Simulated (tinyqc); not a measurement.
Inside a calculation. Method: Hubbard chain of 3 sites. One step of it, computed by the program tinyqc.

Task: Mean-field iteration 2. H(up) = T + U n(down), H(down) = T + U n(up); fill the lowest levels; n(new) = n + mixing (n(out) - n); E = tr T (rho up + rho down) + U sum n_up n_down of the output.

one-body matrix (hopping and site energies) (eV), order 1, 2, 3:
```
[[-0.280000, -1.700000, 0.000000],
 [-1.700000, 0.760000, -1.700000],
 [0.000000, -1.700000, 0.940000]]
```

U = 1.100000 eV

electrons, up and down: [2, 2]

mixing = 0.200000

n(up) after iteration 1: [0.746471, 0.587601, 0.706728]

n(down) after iteration 1: [0.665874, 0.672489, 0.622438]

Give: levels, up; levels, down; energy; n(up) after iteration 2; n(down) after iteration 2.

Result:

levels, up (eV): [-1.2302, 1.0644, 3.7426]

levels, down (eV): [-1.2193, 1.1449, 3.7393]

energy = -1.6612 eV

n(up) after iteration 2: [0.7692, 0.5654, 0.6980]

n(down) after iteration 2: [0.7043, 0.6375, 0.6269]
